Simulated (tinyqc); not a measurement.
Sampled drift against the exact one: kinetic Monte Carlo and master equation for a particle on a ring of sites with traps and bias. Computed by tinyqc, a small Python program. Command: `OMP_NUM_THREADS=1 python tinyqc.py 3000567 3000568 out.jsonl kmc walk`. One thread of a shared host (Intel(R) Xeon(R) Processor @ 2.30GHz), about 0.09 s of CPU time with the checks.

5 sites on a ring, numbered 1 to 5. The saddle between i and i+1 lies at E0 + s b_i and site i at s eps_i; a force F tilts the landscape, with the saddle half-way.

Inputs (values chosen for the exercise, for a model defect): reference barrier E0 = 0.59 eV; scale factor s of the disorder = 1; attempt frequency nu = 5.2 THz; temperature T = 460 K; site spacing a = 3.2 angstrom; force F along the ring = 0.0013 eV/angstrom; seed of the random numbers = 323969.

Disorder: random barriers.

site energies eps_i (eV): [0, 0, 0, 0, 0]

saddle shifts b_i between sites i and i+1 (eV): [0.012, 0.046, 0.006, -0.021, 0.0021]

Constants: k_B = 8.617333262e-05 eV/K.

Method:
- Rates: k(i to i+1) = nu exp(-(E0 + s b_i - s eps_i - F a/2)/(k_B T)), k(i to i-1) = nu exp(-(E0 + s b_(i-1) - s eps_i + F a/2)/(k_B T)).
- Share right = k right/(k right + k left); mean stay = 1/(k right + k left).
- Master equation dP/dt = W P, W_(i+1,i) = k right, W_(i-1,i) = k left, columns summing to zero. The steady state is its null vector; drift v = a sum P_i (k right - k left). D = a^2 lambda''(0)/2, where lambda(q) is the leading eigenvalue of W with right hops weighted by exp(q) and left hops by exp(-q).
- The slowest relaxation rate is minus the real part of the next eigenvalue of W. 1 angstrom = 1e-8 cm.
- 400 independent walkers start on sites drawn with weights P_i (k right + k left), the steady shares of hops (random numbers not printed); the estimate is total displacement over total time, with its standard error from the spread between walkers.

occupations P_i: [0.208873, 0.211612, 0.186992, 0.190171, 0.202353]

drift velocity v = 0.00408175 cm/s

Drift from sampling:
```
hops per walker  estimate (cm/s)  standard error (cm/s)  deviation in standard errors
10                     0.0052913              0.0013551                        0.8926
30                     0.0041822              0.0008166                        0.1229
100                    0.0038496              0.0004456                       -0.5211
300                    0.0045256              0.0002605                        1.7041
1000                   0.0042127              0.0001401                        0.9342
3000                   0.0040455              0.0000849                       -0.4268
```

The exact drift is 0.004082 cm/s. The standard error falls by a factor 3.18 from 100 to 1000 hops (sqrt10 = 3.16), and in the last row it is 2.1 % of the drift.

Extremes, crossings and ranges named in words are read from the listed rows.
